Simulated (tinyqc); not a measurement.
# Wafer bonding and layer transfer: bond energy, gap closing, particles, bonding of dissimilar wafers and hydrogen blisters, step by step

A worked calculation. Computed by tinyqc, a small Python program that keeps every step. Command: `OMP_NUM_THREADS=1 python tinyqc.py 3029049 3029050 out.jsonl bond walk`. One thread of a shared host (Intel(R) Xeon(R) Processor @ 2.30GHz), about 0.01 s of CPU time with the checks. Intermediate numbers are printed to about 6 digits and carried at full precision; extremes and crossings named in words are read from the listed rows.

gamma is the energy per area of each of the two surfaces; plates are isotropic, and both wafers have E1 and t1.

Inputs (values chosen for the exercise, with wafer 1 close to silicon):
```
quantity                                       value        unit
Young's modulus E1                               158         GPa
Poisson ratio nu                                0.21           -
thickness t1                                     725  micrometre
blade thickness t_b                               80  micrometre
crack length L                                  22.8          mm
particle radius h                               0.39  micrometre
radius of a shallow gap R                     0.0043          mm
half height of the gap h_g                       1.4          nm
implant depth d                                 0.41  micrometre
hydrogen dose                                    6.9   1e16/cm^2
share of the dose released as H2                0.31           -
surface energy of the weakened plane gamma_s     1.2       J/m^2
anneal temperature T                             850           K
```

Pair: two equal wafers.

Constants: k_B = 1.380649e-23 J/K.

## Bond energy from the blade test

Two cantilevers opened by t_b: gamma = 3 t_b^2 E1 t1^3 E2 t2^3/(16 L^4 (E1 t1^3 + E2 t2^3)).

bond energy gamma = 0.133685 J/m^2

An error of 5 % in L changes gamma by about 20 %. This is the level of van der Waals or hydrogen bonds, as after contact at room temperature.

## Does a shallow gap close?

E' = E1/(1 - nu^2), equal wafers of thickness t1 assumed. A gap of radius R closes if h_g < h_c: h_c = R^2/sqrt((2/3) E' t1^3/gamma) for R > 2 t1 (plate bending), h_c = 3.6 sqrt(R gamma/E') for R < 2 t1 (local deformation).

closable height h_c = 6.71361 nm

h_g/h_c = 0.208532

The gap closes.

## Void around a particle

E' = E1/(1 - nu^2), equal wafers assumed. Void radius in the plate regime: R_v = [(2/3) E' t1^3/gamma]^(1/4) h^(1/2). Below h_crit = 5 sqrt(t1 gamma/E') the wafers deform locally and R_v is of the order of h (taken as h).

critical particle radius = 0.121076 micrometre

void radius = 2629.08 micrometre

The void is 6700 times the particle.

## Blistering after hydrogen implantation

A flat crack of radius r under a layer of thickness d, as a clamped plate: centre height w = 3 p r^4/(16 E' d^3), volume pi r^2 w/3, energy release G = 3 p^2 r^4/(32 E' d^3), E' = E1/(1 - nu^2). It grows when G = 2 gamma_s. The gas comes from the area pi r^2: p V = (dose x share/2) pi r^2 k_B T, and G = p w/2 = (3/2) N k_B T with N the H2 molecules per area. Share needed: G = 2 gamma_s. The pressure and height at growth are given for r = 10 d.

energy release G = 1.88267 J/m^2

share of the dose needed = 0.395183

pressure at growth = 32.1255 MPa

height at growth = 149.414 nm

The released gas does not suffice by this estimate. In this plate limit G depends on neither r nor d.

## Closable height against the size of the gap

The formulas are those given above.

Gap closing:
```
R (mm)    regime     h_c (nm)  slope h_c/R
1.00e-04   local  1.02382e+00    0.0102382
1.00e-03   local  3.23759e+00    0.0032376
1.00e-02   local  1.02382e+01    0.0010238
1.00e-01   local  3.23759e+01    0.0003238
5.00e-01   local  7.23947e+01    0.0001448
2.00e+00   plate  2.25693e+02    0.0001128
5.00e+00   plate  1.41058e+03    0.0002821
2.00e+01   plate  2.25693e+04    0.0011285
5.00e+01   plate  1.41058e+05    0.0028212
```

Roughness of 100 nm scale may be 1.0 nm in half height, waviness of radius 5 cm as much as 140 micrometre: h_c goes as R^(1/2) when the wafer deforms locally and as R^2 when it bends. The allowed slope is least near R = 2 t1, so defects about 4 t1 wide are the hardest to close; bow matters little.

Checks made by the program: gamma against the derivative of the beam energy (relative difference 1e-10).
